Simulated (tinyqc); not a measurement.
Undoped gate-all-around wire MOSFET, analytic charge model: course of the iteration: charge at the source by Newton steps.

An undoped round wire of radius R under an insulator shell and a surrounding gate; long channel, electrons only, n = ni exp((psi - V)/Vt) with V the quasi-Fermi potential (0 at the source, Vd at the drain), constant mobility, no quantisation. The radial Poisson equation gives n(r) = n(0)/(1 - (1 - b) r^2/R^2)^2 with b = Q0/(Q + Q0). Q is the electron charge per area of the wire surface.

With V = 0: f = Q/Cox + Vt ln(Q/Q0) + Vt ln(1 + Q/Q0) - (Vg - V0); f' = 1/Cox + Vt/Q + Vt/(Q + Q0); Q(new) = Q - f/f'.

Stop when Q changes by less than 1e-8 nC/cm^2, or after 40 iterations.

Values chosen for this exercise: temperature T = 350 K; gate voltage Vg = 0.99 V.

Constants: q = 1.602176634e-19 C, kB = 1.380649e-23 J/K, Vt = kB T/q. Results are converted to the units shown.

Q at the start = 8.4 nC/cm^2
Cox = 1.94621 uF/cm^2
Q0 = 84.0312 nC/cm^2
V0 = 0.507642 V

Course of the iteration:
```
iteration	Q (nC/cm^2)	|change| (nC/cm^2)
1	131.322	123
2	553.525	422
3	683.431	130
4	685.561	2.13
5	685.561	4.39e-4
6	685.561	1.86e-11
```

Did this iteration meet its convergence test, and what does its course show?

Yes. Converged in 6 iterations. At the end the number of correct digits about doubles with each step.

Range of the model: The surface density at the source passes 0.3 Nc, where Boltzmann statistics fail. mu V/L, with V the smaller of Vd and Vg - V0, passes 3e6 cm/s, so velocity saturation, left out here, would lower the current.

tinyqc, about 0.03 s, one thread, Intel Xeon 2.30GHz (shared host): `OMP_NUM_THREADS=1 python tinyqc.py 2460173 2460174 out.jsonl`
